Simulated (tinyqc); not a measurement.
Stress along the channel: six-band hole subbands of a thin body in a field.

Basis X, Y, Z times spin, hole energies counted downwards from the unstrained edge (the hydrostatic shift is left out), c = hbar^2/2m0. For a symmetric tensor T let C(T) have C_XX = L Txx + M (Tyy + Tzz), C_XY = N Txy (cyclic), L = c (g1 + 4 g2), M = c (g1 - 2 g2), N = 6 c g3. k = q + kz n, n the unit normal, q = k1 u + k2 v with u along the channel [1-10] and v = n x u. H = C(k k^T) + (Dso/3)(1 - L.sigma) - B + e F z with (L_k)_ij = -i epsilon_kij; B is the block C built from the traceless strain with 2b, -b and sqrt(3) d in place of L, M, N. Strain: exx = eyy = (s11 + s12) sx/2, ezz = s12 sx, exy = -s44 sx/4. Hard walls at z = 0 and t; basis sin(j pi z/t), j = 1 to Nz: kz^2 = (j pi/t)^2, kz = -i D with D_jl = 4 j l/(t (j^2 - l^2)), z_jj = t/2 and z_jl = -8 t j l/(pi (j^2 - l^2))^2 for j + l odd; 1 MV/cm = 0.01 eV/angstrom.

Nz = 14. E1 is the top subband at q = 0, gap the distance to the next pair, and the masses are c q^2/(E(q) - E1) at |q| = 0.02 1/angstrom (mean of the spin pair) along the channel [1-10] and across it in the plane; a dash marks a band that does not rise.

Constants: hbar^2/2m0 = 3.80998211 eV angstrom^2.

Parameters, chosen for this exercise (near those of a p-type Si channel; not measured data):
- g1 = 4.28 (Luttinger gamma1)
- g2 = 0.34 (gamma2)
- g3 = 1.44 (gamma3)
- Dso = 0.043 eV (spin-orbit splitting)
- b = -2.13 eV (tetragonal potential)
- d = -4.77 eV (trigonal potential)
- S = (7.74, -2.17, 12.53) 1/TPa (compliances s11, s12, s44)
- face = 111 (surface)
- t = 85 angstrom (body thickness)
- F = 0.2 MV/cm (field across the body)

Each row has its own sx.

Results:

| sx (GPa) | E1 (meV) | gap (meV) | m channel | m across |
|---|---|---|---|---|
| -3.0 | -32.0 | 48.8 | 0.124 | 1.168 |
| -1.0 | 38.5 | 48.7 | 0.139 | 0.858 |
| -0.5 | 54.4 | 36.2 | 0.159 | 0.603 |
| 0.0 | 64.8 | 23.1 | 0.270 | 0.275 |
| 0.5 | 62.8 | 34.0 | 0.478 | 0.167 |
| 1.0 | 55.2 | 47.3 | 0.521 | 0.155 |

Give the missing row, sx (GPa) = -2.0.

Computed row:
```
sx (GPa)  E1 (meV)  gap (meV)  m channel  m across
-2.0           3.8       48.8      0.128     1.083
```

Under 2 GPa of compression the channel mass goes from 0.270 to 0.128 m0, the mass across from 0.275 to 1.083; the gap to the next subband is 49, 23 and 47 meV at -2, 0 and +1 GPa. The lightest channel mass of the table, 0.124 m0, is at -3.0 GPa.

(tinyqc, `OMP_NUM_THREADS=1 python tinyqc.py 1250444 1250445 out.jsonl`, Intel(R) Xeon(R) Processor @ 2.30GHz, 1 thread, shared host, about 0.5 s.)
